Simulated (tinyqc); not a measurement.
Worked calculation: G0W0 on RHF in the sto-6g basis, for H4, spin multiplicity 1. One step of it, computed by the program tinyqc.

Question. Screening: direct RPA. With D = e_a - e_i and K = (ia|jb): diagonalise D^(1/2) (D + 4K) D^(1/2) = Z w^2 Z^T; X + Y = D^(1/2) Z w^(-1/2), each column of Z with its largest component positive (the first on a tie); E_c = (sum w - tr (D + 2K)) / 2.

orbital energies (hartree): MO1 -0.649811, MO2 -0.517614, MO3 0.511000, MO4 0.942081

Two-electron integrals over orbitals (pq|rs), unique and non-zero (hartree):
```
(11|11) 0.472222    (21|11) -0.000696   (21|21) 0.204679    (22|11) 0.463280
(22|21) 0.000597    (22|22) 0.474649    (31|11) -0.046813   (31|21) -0.000201
(31|22) -0.004084   (31|31) 0.103380    (32|11) -0.000393   (32|21) 0.069912
(32|22) 0.000179    (32|31) 0.000233    (32|32) 0.098643    (33|11) 0.461266
(33|21) 0.000436    (33|22) 0.461674    (33|31) -0.017123   (33|32) 0.000105
(33|33) 0.481644    (41|11) 0.000225    (41|21) -0.021573   (41|22) -0.000021
(41|31) -0.000287   (41|32) 0.071145    (41|33) 0.000013    (41|41) 0.085045
(42|11) -0.058191   (42|21) -0.000167   (42|22) -0.021994   (42|31) 0.099343
(42|32) 0.000301    (42|33) -0.020012   (42|41) -0.000231   (42|42) 0.105484
(43|11) -0.000637   (43|21) 0.195642    (43|22) 0.000621    (43|31) -0.000173
(43|32) 0.070976    (43|33) 0.000488    (43|41) -0.018661   (43|42) -0.000163
(43|43) 0.208973    (44|11) 0.493814    (44|21) -0.000519   (44|22) 0.486664
(44|31) -0.051108   (44|32) -0.000360   (44|33) 0.499164    (44|41) 0.000214
(44|42) -0.064682   (44|43) -0.000510   (44|44) 0.545672
```

Give: D^(1/2) (D + 4K) D^(1/2); excitation energies w; X + Y; RPA correlation energy.

Answer.

D^(1/2) (D + 4K) D^(1/2) (hartree^2):
```
         1>3      1>4     2>3      2>4
1>3   1.8275  -0.0016  0.0010   0.5173
1>4  -0.0016   3.0757  0.3642  -0.0014
2>3   0.0010   0.3642  1.4639   0.0015
2>4   0.5173  -0.0014  0.0015   2.7466
```

excitation energies w (hartree): 1.1771  1.2630  1.7260  1.7760

X + Y:
```
           1        2       3        4
1>3  -0.0027   0.8745  0.3360  -0.0032
1>4  -0.2449   0.0000  0.0078   0.9255
2>3   0.9138   0.0022  0.0024   0.1603
2>4  -0.0003  -0.4405  0.8388  -0.0069
```

RPA correlation energy = -0.042064 hartree
